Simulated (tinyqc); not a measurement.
Inside a calculation. Method: MP2 on RHF in the sto-6g basis, for H3+, spin multiplicity 1. One step of it, computed by the program tinyqc.

Task: Iteration 4 (converged): orbitals. Diagonalise F' = X^T F X, C = X C', fill 1 alpha and 1 beta electrons from the bottom; D = 2 C_occ C_occ^T. Each column has its largest component positive (the first on a tie).

converged F (hartree), lower triangle:
```
           1H 1s      2H 1s      3H 1s
1H 1s  -0.856836
2H 1s  -0.722021  -0.629322
3H 1s  -0.722148  -0.383637  -0.629389
```

X:
```
               1          2         3
1H 1s   1.311776  -0.000070  0.481134
2H 1s  -0.812167   0.792611  0.388456
3H 1s  -0.812474  -0.792425  0.388504
```

Give: F' = X^T F X; orbital energies; coefficients C; D after iteration 4.

Result:

F' = X^T F X (hartree), lower triangle:
```
         1        2        3
1   0.2665
2   0.0000  -0.3087
3  -0.0730   0.0000  -1.0440
```

orbital energies (hartree): MO1 -1.0480, MO2 -0.3087, MO3 0.2705

coefficients C:
```
          MO1      MO2      MO3
1H 1s  0.5531  -0.0001   1.2831
2H 1s  0.3428   0.7926  -0.8324
3H 1s  0.3429  -0.7924  -0.8328
```

D after iteration 4, lower triangle:
```
        1H 1s   2H 1s   3H 1s
1H 1s  0.6118
2H 1s  0.3792  0.2351
3H 1s  0.3793  0.2351  0.2351
```
